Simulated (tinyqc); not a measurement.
Undoped symmetric double-gate MOSFET, analytic potential model: two steps of the calculation.

An undoped body of thickness ts between two equal insulators and tied gates; long channel, electrons only, n = ni exp((psi - V)/Vt) with V the quasi-Fermi potential (0 at the source, Vd at the drain), constant mobility, no quantisation. Across the body psi(x) = V - 2 Vt ln[(ts/(2 beta)) sqrt(q ni/(2 eps0 eps_r Vt)) cos(2 beta x/ts)], x from the centre. Q is the electron charge per area of the whole body.

Inputs (values chosen for the exercise); material values close to those of gallium arsenide: temperature T = 273 K; relative permittivity of the semiconductor eps_r = 12.9; conduction-band density of states at T Nc = 3.78e17 cm^-3; body thickness ts = 10 nm; gate voltage Vg = 0.93 V.

Constants: q = 1.602176634e-19 C, kB = 1.380649e-23 J/K, Vt = kB T/q, eps0 = 8.8541878128e-14 F/cm where lengths are in cm. Results are converted to the units shown.

Problem 1. beta at the source by Newton steps in z = ln(tan beta). With V = 0, t = exp(z), beta = arctan(t): f = ln(beta) + (1/2) ln(1 + t^2) + 2 r beta t - (Vg - V0)/(2 Vt); with c = t/(1 + t^2), df/dz = c/beta + t c + 2 r t (c + beta); z(new) = z - f/(df/dz).

z after iteration 1 = 0.46219619
r = 0.205
V0 = 0.87930239 V

Wanted: beta; f; df/dz; z after iteration 2.

Solution 1.

beta = 1.0087
f = 0.21696
df/dz = 2.1131
z after iteration 2 = 0.35952

Problem 2. Potential and electron density across the body at the source. psi(x) as above with V = 0 and beta = beta_s; n = ni exp(psi/Vt).

| point | x/ts |
|---|---|
| 0 | 0 |
| 1 | 0.1 |
| 2 | 0.2 |
| 3 | 0.3 |
| 4 | 0.4 |
| 5 | 0.45 |
| 6 | 0.5 |

beta_s = 0.96003990
ni = 1.0799822e5 cm^-3

Give: psi; n.

Solution 2.

| point | psi (V) | n (cm^-3) |
|---|---|---|
| 0 | 0.70738 | 1.2366e18 |
| 1 | 0.70826 | 1.2833e18 |
| 2 | 0.71094 | 1.4385e18 |
| 3 | 0.71566 | 1.7583e18 |
| 4 | 0.72289 | 2.3902e18 |
| 5 | 0.72770 | 2.9325e18 |
| 6 | 0.73354 | 3.7600e18 |

The density at the surface is 3.04 times that at the centre (1/cos^2 beta). It reaches 9.9 Nc, where Boltzmann statistics overestimate it.

tinyqc, about 0.02 s, one thread, Intel Xeon 2.30GHz (shared host): `OMP_NUM_THREADS=1 python tinyqc.py 2440107 2440108 out.jsonl`
